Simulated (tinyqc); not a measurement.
Thin film between two gates, subbands and threshold shift from confinement: one step of the calculation.

Undoped body with a flat potential across it, hard walls, transport along x. Three valley pairs (g = 2 each) with the longitudinal mass along x, y or z. Non-parabolicity enters the subband edges through E (1 + al E) = gamma, so E = 2 gamma/(1 + sqrt(1 + 4 al gamma)); motion within a subband is taken as parabolic with the band-edge mass. Energies are counted from the bulk band edge.

Task. Threshold shift. Each subband has N_k = g sqrt(mx my) m0 kB T/(pi hbar^2); without degeneracy n = exp(EF/Vt) sum N_k exp(-E_k/Vt). Classical value Nc times t, Nc = sum over valleys of 2 g (m m0 kB T/(2 pi hbar^2))^1.5 with m = (mx my mz)^(1/3). Threshold shift dVT = Vt ln(classical value/sum N_k exp(-E_k/Vt)). Use the subbands listed.

Inputs (values chosen for the exercise); masses close to those of silicon: temperature T = 300 K; longitudinal mass ml = 0.901 m0; transverse mass mt = 0.191 m0; film thickness (along z) t = 5.5 nm.

Constants: q = 1.602176634e-19 C, kB = 1.380649e-23 J/K, hbar = 1.054571817e-34 J s, m0 = 9.1093837015e-31 kg, Vt = kB T/q. Results are converted to the units shown.

| subband | E_k (eV) | N_k (cm^-2) |
|---|---|---|
| z1 | 0.012763957 | 4.1252921e12 |
| z2 | 0.050125387 | 4.1252921e12 |
| x1 | 0.058862968 | 8.9598433e12 |
| y1 | 0.058862968 | 8.9598433e12 |
| z3 | 0.10960240 | 4.1252921e12 |
| z4 | 0.18787765 | 4.1252921e12 |

Find: shares; sum N_k exp(-E_k/Vt); Nc; classical value; dVT.

Result.

| subband | shares (%) |
|---|---|
| z1 | 50.23 |
| z2 | 11.84 |
| x1 | 18.34 |
| y1 | 18.34 |
| z3 | 1.19 |
| z4 | 0.06 |

sum N_k exp(-E_k/Vt) = 5.012e12 cm^-2
Nc = 2.730e19 cm^-3
classical value = 1.501e13 cm^-2
dVT = 28.36 mV

Program tinyqc, `OMP_NUM_THREADS=1 python tinyqc.py 2350068 2350069 out.jsonl`; Intel Xeon 2.30GHz, shared host, one thread, about 0.06 s.
